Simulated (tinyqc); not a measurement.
## Deep-level transient spectroscopy: the DLTS spectrum

Schottky contact on an n-type layer with shallow donors Nd (all ionised) and a donor-like deep trap, neutral when filled and positive when empty; depletion approximation. Traps within lam of the depletion edge stay filled. A long pulse to Vp fills the traps beyond x1 = Wp - lam; back at Vr those between x1 and x2 = Wr - lam emit. A rate window reads S = C(t2) - C(t1).

Emission rate en = sn vth(T) Nc(T) exp(-Et/kB T) = sn g T^2 exp(-Et/kB T), g = vth Nc/(300 K)^2, as vth goes as T^0.5 and Nc as T^1.5 (degeneracy factor 1). lam = sqrt(2 eps0 eps_r (EF - ET)/(q Nd)), EF - ET = Et - (kB T/q) ln(Nc(T)/Nd), Nc(T) = Nc (T/300 K)^1.5. In the steady state at the band bending V, 2 eps0 eps_r V/q = Nd W^2 + Nt (W - lam)^2 (the second term only if W > lam). W(t)^2 = Wr^2 + (Nt/Nd)(x2^2 - x1^2) exp(-en t), C = eps0 eps_r/W; for small Nt, dC/C = -(Nt/2 Nd) G exp(-en t) with G = (x2^2 - x1^2)/Wr^2. For an exponential transient S peaks where en = ew = ln(t2/t1)/(t2 - t1).

Inputs (values chosen for the exercise); material values close to those of 4H silicon carbide: relative permittivity eps_r = 9.54; conduction-band density of states at 300 K Nc = 1.67e19 cm^-3; thermal velocity at 300 K vth = 1.9e7 cm/s; shallow donor density Nd = 1.3e15 cm^-3; built-in voltage Vbi = 1.01 V; depth of the trap below the conduction edge Et = 0.34 eV; capture cross-section sn = 2.3e-15 cm^2; trap density Nt = 6.2e13 cm^-3; reverse bias Vr = 8.7 V; reverse bias during the filling pulse Vp = 0.5 V; first sampling time t1 = 0.1 ms; second sampling time t2 = 0.25 ms.

Constants: q = 1.602176634e-19 C, kB = 1.380649e-23 J/K, eps0 = 8.8541878128e-14 F/cm where lengths are in cm. Results are converted to the units shown.

Result of one run:

| en (1/s) | S (pF/cm^2) |
|---|---|
| 133.65 | 0.90885 |

Which temperature of the transient T gave this result: 184, 199, 242, 249 or 256 K?

T = 184 K.

The whole series:

| T (K) | en (1/s) | S (pF/cm^2) |
|---|---|---|
| 184 | 133.65 | 0.90885 |
| 192 | 355.59 | 2.3410 |
| 199 | 787.02 | 4.8415 |
| 206 | 1654.3 | 8.8467 |
| 213 | 3318.9 | 13.537 |
| 220 | 6383.4 | 15.885 |
| 227 | 11815 | 12.600 |
| 235 | 22882 | 4.9134 |
| 242 | 39437 | 0.97385 |
| 249 | 66028 | 0.068729 |
| 256 | 1.0764e5 | 0.0010767 |
| 263 | 1.7122e5 | 1.8750e-6 |

S goes from 0.909 through a maximum of 15.9 (at T = 220 K among the rows listed) to 1.87e-6 pF/cm^2; en equals ew = 6110 1/s at 219.5 K. Colder, the trap has hardly emitted by t2; warmer, it is empty before t1. Rows above half of the largest S span 206 to 227 K.

Program tinyqc, `OMP_NUM_THREADS=1 python tinyqc.py 2050157 2050158 out.jsonl`; Intel Xeon 2.30GHz, shared host, one thread, about 0.01 s.
